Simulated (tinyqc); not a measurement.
Inside a calculation. Model: concentration-dependent dopant diffusion with charged defects and the built-in field. Computed by tinyqc, a small Python program that keeps every step. Command: `OMP_NUM_THREADS=1 python tinyqc.py 3011701 3011702 out.jsonl extrinsic walk`. One thread of a shared host (Intel(R) Xeon(R) Processor @ 2.30GHz), about 0.1 s of CPU time with the checks. Intermediate numbers are printed to about 7 digits and carried at full precision; extremes and crossings named in words are read from the listed rows.

A constant source C_s feeds a half space. The dopant moves through neutral point defects and through charged ones, whose number grows with the majority carrier density n.

Inputs (values chosen for the exercise, modelled on boron in silicon): neutral prefactor D0x = 0.0443 cm^2/s; neutral activation energy E0 = 3.5 eV; singly charged prefactor D01 = 0.909 cm^2/s; activation energy E1 = 3.5 eV; surface concentration C_s = 7.8e+19 1/cm^3; junction level C_B = 6.3e+15 1/cm^3; temperature T = 950 C; time t = 2100 s.

Field enhancement: on.

Constants: k_B = 8.617333262e-05 eV/K.

## Intrinsic density and partial diffusivities

n_i = 3.87e16 T^1.5 exp(-7014/T) per cm^3 (T in kelvin, an empirical form); each D = prefactor x exp(-E/(k_B T)); the intrinsic diffusivity D_i is their sum. Temperatures in kelvin are T(C) + 273.15.

n_i = 5.352090e+18 1/cm^3

partial diffusivities (cm^2/s): Dx 1.679804e-16, D1 3.446821e-15

intrinsic diffusivity D_i = 3.614802e-15 cm^2/s

## Diffusivity at the surface

n = C/2 + sqrt(C^2/4 + n_i^2); D(C) = h [Dx + D1 (n/n_i)], h = 1 + C/sqrt(C^2 + 4 n_i^2).

n/n_i = 14.64204

field factor h = 1.990714

surface diffusivity D_s = 1.008028e-13 cm^2/s

enhancement D_s/D_i = 27.88612

C_s is 14.6 times n_i: diffusion is extrinsic near the surface. At such a C_s dopants can cluster or exceed their solubility, which the model leaves out.

## Similarity solution

With y = x/sqrt(D_s t), u = C/C_s and q = -(D/D_s) du/dy: du/dy = -q D_s/D, dq/dy = -(y/2) q D_s/D, u(0) = 1. The surface flux q(0) is shot so that u tends to 0 (LSODA, an adaptive multistep solver, relative tolerance 1e-10). Dose Q = 2 q(0) C_s sqrt(D_s t). The junction lies where C = C_B.

surface flux q(0) = 0.4447442

dose Q = 1.009441e+15 1/cm^2

junction in units of sqrt(D_s t) = 1.862926

junction depth x_j = 271.0451 nm

For a constant D, q(0) = 1/sqrt(pi) = 0.5642; for D proportional to C it tends to 0.444, with the front at y = 1.616. Caution: at such concentrations dopants can cluster or exceed their solubility; the active fraction and the diffusivity then fall below the model.

## Where the concentration falls to given levels

For comparison, erfc profiles with a constant D: x = 2 sqrt(D t) erfc^-1(C/C_s), with D = D_i and D = D_s.

Depth (nm):
```
C/C_s         D/D_s      full  erfc with D_i  erfc with D_s
8.00e-01  0.8006795   59.8294         9.8715        52.1287
5.00e-01  0.5017682  134.4485        26.2810       138.7830
2.00e-01  0.2042330  197.6254        49.9348       263.6920
1.00e-01  0.1094636  217.3688        64.0906       338.4450
3.00e-02  0.0535698  233.5690        84.5561       446.5178
1.00e-02  0.0412363  242.3314       100.3654       530.0026
1.00e-03  0.0363733  256.7944       128.2131       677.0587
1.00e-04  0.0359112  269.8682       151.5942       800.5281
```

The depth between C/C_s = 0.1 and 1e-4 spans 52.5 nm in the full profile, against 87.5 nm for D_i and 462 nm for D_s; the ratio of the depths at 1e-4 and at 0.5 is 2.01, against 5.77 for any erfc. The profile is box-like: fast diffusion in the heavily doped part feeds a front that moves slowly where D drops to D_i. Caution: at such a C_s dopants can cluster or exceed their solubility, which the model leaves out.

Checks made by the program: dose from the flux against the area under the profile (relative difference 2e-08).
